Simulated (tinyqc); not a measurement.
FinFET, parasitic resistance, capacitance and delay: one step of the calculation.

Nf fins under one contact; each has gated perimeter p = 2 Hf + Wf and cross-section A = Hf Wf; contact width Wc = Nf pf, stack height Hs = Hf. Contact length Lc = CPP - Lg - 2 Lsp, shared by two neighbouring gates. Source and drain sides are equal. The formulas are first-order estimates, not field solutions.

Question. Fin currents at Vgs = Vdd, Vds = Vdd/2. One fin: I = p Q vx u/(1 + |u|^1.8)^(1/1.8), Q = Cinv n Vt ln(1 + exp((Vg' - VT + dl Vd')/(n Vt))), u = Vd' mu/(vx Lg), Vg' = Vgs - v, Vd' = Vds - 2 v, with the drop on each side v = Rc (sum of I) + Rx I. I(new) = I(out).

Inputs (values chosen for the exercise); values close to those of silicon logic devices:
```
symbol,value,unit,meaning
T,300,K,temperature
Hf,50,nm,fin height
Wf,7,nm,fin width
Lg,20,nm,gate length
Cinv,2.5,uF/cm^2,inversion capacitance
vx,1.1e7,cm/s,injection velocity
mu,170,cm^2/(V s),apparent mobility
VT,0.21,V,threshold at zero drain voltage
dl,0.059,V/V,barrier lowering
n,1.26,,subthreshold factor
Vdd,0.7,V,supply voltage
```

Constants: q = 1.602176634e-19 C, kB = 1.380649e-23 J/K, Vt = kB T/q. Results are converted to the units shown.

I after iteration 1 (uA): fin 1 137.91670, fin 2 137.91670, fin 3 137.91670
Rc = 163.23181 ohm
Rx = 134.28571 ohm

Find: drop v; I(out); I after iteration 2.

Answer.

drop v (mV): fin 1 86.06, fin 2 86.06, fin 3 86.06
I(out) (uA): fin 1 95.12, fin 2 95.12, fin 3 95.12
I after iteration 2 (uA): fin 1 95.12, fin 2 95.12, fin 3 95.12

Computed by the program tinyqc: `OMP_NUM_THREADS=1 python tinyqc.py 2170112 2170113 out.jsonl`, one thread of a shared Intel Xeon 2.30GHz, about 0.04 s for the whole run.
